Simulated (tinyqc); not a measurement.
Inside a calculation. Method: UKS/PBE0 in the sto-6g basis, for BeH, spin multiplicity 2. One step of it, computed by the program tinyqc.

Question. Iteration 2: DIIS coefficients. Solve [B -1; -1 0][c; lambda] = [0; -1] for the coefficients, which sum to one.

B (overlaps of the stored error matrices):
```
                1               2
1   4.3395886e-02  -8.4679330e-03
2  -8.4679330e-03   6.3913370e-03
```

Give: DIIS coefficients.

Answer.

DIIS coefficients: 0.2227  0.7773
